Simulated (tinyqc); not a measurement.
Concentration-dependent dopant diffusion with charged defects and the built-in field. Changing the temperature T. Computed by tinyqc, a small Python program. Command: `OMP_NUM_THREADS=1 python tinyqc.py 3001741 3001742 out.jsonl extrinsic sweep`. One thread of a shared host (Intel(R) Xeon(R) Processor @ 2.30GHz), about 0.6 s of CPU time with the checks.

A constant source C_s feeds a half space. The dopant moves through neutral point defects and through charged ones, whose number grows with the majority carrier density n.

Inputs (values chosen for the exercise, modelled on antimony in silicon): neutral prefactor D0x = 0.218 cm^2/s; neutral activation energy E0 = 3.63 eV; singly charged prefactor D01 = 13.8 cm^2/s; activation energy E1 = 4.1 eV; surface concentration C_s = 2.6e+19 1/cm^3; junction level C_B = 6.3e+15 1/cm^3; time t = 2400 s.

Field enhancement: on.

Constants: k_B = 8.617333262e-05 eV/K.

Method:
- n_i = 3.87e16 T^1.5 exp(-7014/T) per cm^3 (T in kelvin, an empirical form); each D = prefactor x exp(-E/(k_B T)); the intrinsic diffusivity D_i is their sum.
- Temperatures in kelvin are T(C) + 273.15.
- n = C/2 + sqrt(C^2/4 + n_i^2); D(C) = h [Dx + D1 (n/n_i)], h = 1 + C/sqrt(C^2 + 4 n_i^2).
- With y = x/sqrt(D_s t), u = C/C_s and q = -(D/D_s) du/dy: du/dy = -q D_s/D, dq/dy = -(y/2) q D_s/D, u(0) = 1. The surface flux q(0) is shot so that u tends to 0 (LSODA, an adaptive multistep solver, relative tolerance 1e-10). Dose Q = 2 q(0) C_s sqrt(D_s t).
- The junction lies where C = C_B.

One run for each value:
```
temperature T (C)  junction depth x_j (nm)  enhancement D_s/D_i  n_i (1/cm^3)  intrinsic diffusivity D_i (cm^2/s)
850                                  13.52               7.3970    2.8264e+18                          1.6746e-17
900                                  29.84               6.2037    3.9372e+18                          8.9104e-17
1000                                123.06               4.4210    7.1191e+18                          1.7440e-15
1050                                232.85               3.7608    9.2883e+18                          6.5878e-15
1100                                423.05               3.2225    1.1910e+19                          2.2721e-14
1150                                740.81               2.7887    1.5037e+19                          7.2197e-14
```

Give the missing row, temperature T (C) = 950.

Computed row:
```
temperature T (C)  junction depth x_j (nm)  enhancement D_s/D_i  n_i (1/cm^3)  intrinsic diffusivity D_i (cm^2/s)
950                                  62.16               5.2254    5.3521e+18                          4.1722e-16
```

Interpolating between the two neighbouring rows (linearly) misses most in intrinsic diffusivity D_i (cm^2/s), by 120 %. Over the rows, junction depth x_j (nm) rises from 13.5 to 741; enhancement D_s/D_i falls from 7.40 to 2.79. The enhancement drops as T rises, because n_i grows relative to C_s.
